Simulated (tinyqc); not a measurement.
Inside a calculation. Model: space-charge-limited current with shallow traps.

Numbers from tinyqc (`OMP_NUM_THREADS=1 python tinyqc.py 2370132 2370133 out.jsonl`; about 0.01 s on one thread of a shared Intel Xeon 2.30GHz). Printed values are rounded.

One carrier type, drift only, an injecting contact at x = 0 (zero field) and thickness L. The share th = y/(1 + y), y = (Nc/Nt) exp(-Et/kB T), of the injected charge is free: J = q mu n F, eps0 eps_r dF/dx = q (n - n0)/th.

Values chosen for this exercise:
- T = 350 K (temperature)
- eps_r = 15.2 (relative permittivity)
- mu = 0.0052 cm^2/(V s) (mobility)
- L = 650 nm (thickness)
- Nc = 9.8e19 cm^-3 (band density of states)
- Nt = 1.8e17 cm^-3 (trap density)
- Et = 0.38 eV (trap depth)
- n0 = 3.6e12 cm^-3 (free carrier density in equilibrium)
- V = 4 V (voltage)

Constants: q = 1.602176634e-19 C, kB = 1.380649e-23 J/K, Vt = kB T/q, eps0 = 8.8541878128e-14 F/cm where lengths are in cm. Results are converted to the units shown.

Range of the model: Diffusion and a field-dependent mobility are left out. With injecting contacts the diffusion current, about 4 pi^2 Vt th eps0 eps_r mu V/L^3, equals the Mott-Gurney current at V = 35 kB T/q (0.9 V at 300 K), so the drift-only result needs V well above that.

## Limits and characteristic voltages

Ohmic J = q n0 mu V/L; Mott-Gurney J = (9/8) th eps0 eps_r mu V^2/L^3; they cross at Vx = 8 q n0 L^2/(9 th eps0 eps_r); traps fill at V_TFL = q Nt L^2/(2 eps0 eps_r).

th = 0.001833991
ohmic J = 1.845707e-4 A/cm^2
Mott-Gurney J = 8.412504e-4 A/cm^2
Vx = 0.8776020 V
V_TFL = 45.26758 V

## The exact current

Exact: with u = n0/n(L), w = -u - ln(1 - u) and v = -u - u^2/2 - ln(1 - u), V = (q n0 L^2/(th eps0 eps_r)) v/w^2 and J = q^2 n0^2 mu L/(th eps0 eps_r w). v/w^2 falls steadily with u, so u follows by bisection.

v/w^2 = 4.051444
u = 0.2744651
w = 0.04638101
J = 9.822291e-4 A/cm^2
exit field over V/L = 1.460619

J is 4.2 % below the plain sum of the two limits; the exit field lies between the ohmic 1 and the Mott-Gurney 1.5.
